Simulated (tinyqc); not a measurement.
RHF in the cc-pvdz basis, for He, spin multiplicity 1, step by step. One step of it, computed by the program tinyqc.

Task: Iteration 4: building the Fock matrix. J_ij = sum D_kl (ij|kl), K_ij = sum D_kl (ik|jl); F = H + J - 0.5 K; E = tr D H + tr D J / 2 - 0.25 tr D K + E_nn.

D after iteration 3:
```
           1He 1s    1He 2s   1He 2px   1He 2py   1He 2pz
1He 1s   0.702388  0.608056  0.000000  0.000000  0.000000
1He 2s   0.608056  0.526393  0.000000  0.000000  0.000000
1He 2px  0.000000  0.000000  0.000000  0.000000  0.000000
1He 2py  0.000000  0.000000  0.000000  0.000000  0.000000
1He 2pz  0.000000  0.000000  0.000000  0.000000  0.000000
```

core Hamiltonian H = T + V (hartree):
```
            1He 1s     1He 2s   1He 2px   1He 2py   1He 2pz
1He 1s   -1.880253  -1.545789  0.000000  0.000000  0.000000
1He 2s   -1.545789  -1.294671  0.000000  0.000000  0.000000
1He 2px   0.000000   0.000000  0.784997  0.000000  0.000000
1He 2py   0.000000   0.000000  0.000000  0.784997  0.000000
1He 2pz   0.000000   0.000000  0.000000  0.000000  0.784997
```

Two-electron integrals (ij|kl) in chemists' order, unique and non-zero (hartree):
```
(11|11) 1.543036   (21|11) 0.784979   (21|21) 0.426774   (22|11) 0.803460
(22|21) 0.475908   (22|22) 0.615562   (31|31) 0.177307   (32|31) 0.142524
(32|32) 0.130008   (33|11) 1.099799   (33|21) 0.627782   (33|22) 0.734404
(33|33) 1.040531   (41|41) 0.177307   (42|41) 0.142524   (42|42) 0.130008
(43|43) 0.063706   (44|11) 1.099799   (44|21) 0.627782   (44|22) 0.734404
(44|33) 0.913119   (44|44) 1.040531   (51|51) 0.177307   (52|51) 0.142524
(52|52) 0.130008   (53|53) 0.063706   (54|54) 0.063706   (55|11) 1.099799
(55|21) 0.627782   (55|22) 0.734404   (55|33) 0.913119   (55|44) 0.913119
(55|55) 1.040531
```

nuclear repulsion = 0 hartree

Give: Coulomb J; exchange K; Fock matrix F; total energy of this density.

Result:

Coulomb J (hartree):
```
         1He 1s  1He 2s  1He 2px  1He 2py  1He 2pz
1He 1s   2.4614  1.3209   0.0000   0.0000   0.0000
1He 2s   1.3209  1.4671   0.0000   0.0000   0.0000
1He 2px  0.0000  0.0000   1.9225   0.0000   0.0000
1He 2py  0.0000  0.0000   0.0000   1.9225   0.0000
1He 2pz  0.0000  0.0000   0.0000   0.0000   1.9225
```

exchange K (hartree):
```
         1He 1s  1He 2s  1He 2px  1He 2py  1He 2pz
1He 1s   2.2631  1.5499   0.0000   0.0000   0.0000
1He 2s   1.5499  1.2025   0.0000   0.0000   0.0000
1He 2px  0.0000  0.0000   0.3663   0.0000   0.0000
1He 2py  0.0000  0.0000   0.0000   0.3663   0.0000
1He 2pz  0.0000  0.0000   0.0000   0.0000   0.3663
```

Fock matrix F (hartree):
```
          1He 1s   1He 2s  1He 2px  1He 2py  1He 2pz
1He 1s   -0.5504  -0.9999   0.0000   0.0000   0.0000
1He 2s   -0.9999  -0.4288   0.0000   0.0000   0.0000
1He 2px   0.0000   0.0000   2.5244   0.0000   0.0000
1He 2py   0.0000   0.0000   0.0000   2.5244   0.0000
1He 2pz   0.0000   0.0000   0.0000   0.0000   2.5244
```

total energy of this density = -2.855160 hartree
